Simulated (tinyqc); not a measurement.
Inside a calculation. Method: plane-wave Kohn-Sham cycle with exchange-only LDA in a layered model solid. One step of it, computed by the program tinyqc.

Question. Iteration 2: Hamiltonian at one k. H(m,m') = (k + G_m)^2/2 delta + V(G_m - G_m'), with V(-G) = V(G).

A solid whose potential varies along x alone (atomic units):

| parameter | value |
|---|---|
| period a | 13.300000 |
| cross-section of the cell | 35.000000 |
| electrons per cell | 2 |
| grid points | 16 |
| plane waves -n..n, n | 3 |
| k points | 2 |
| V1 in V1 cos(2 pi x/a) | -0.310000 |

V(G_m), m = 0, 1, 2, ... (hartree): -0.118580  -0.021019  0.016487  0.002446  0.000782  -0.000160  0.000114

k = 0.250000 2 pi / a

Give: H.

Answer.

H (hartree):
```
         -3       -2       -1       +0       +1       +2       +3
-3   0.7253  -0.0210   0.0165   0.0024   0.0008  -0.0002   0.0001
-2  -0.0210   0.2232  -0.0210   0.0165   0.0024   0.0008  -0.0002
-1   0.0165  -0.0210  -0.0558  -0.0210   0.0165   0.0024   0.0008
+0   0.0024   0.0165  -0.0210  -0.1116  -0.0210   0.0165   0.0024
+1   0.0008   0.0024   0.0165  -0.0210   0.0558  -0.0210   0.0165
+2  -0.0002   0.0008   0.0024   0.0165  -0.0210   0.4463  -0.0210
+3   0.0001  -0.0002   0.0008   0.0024   0.0165  -0.0210   1.0601
```
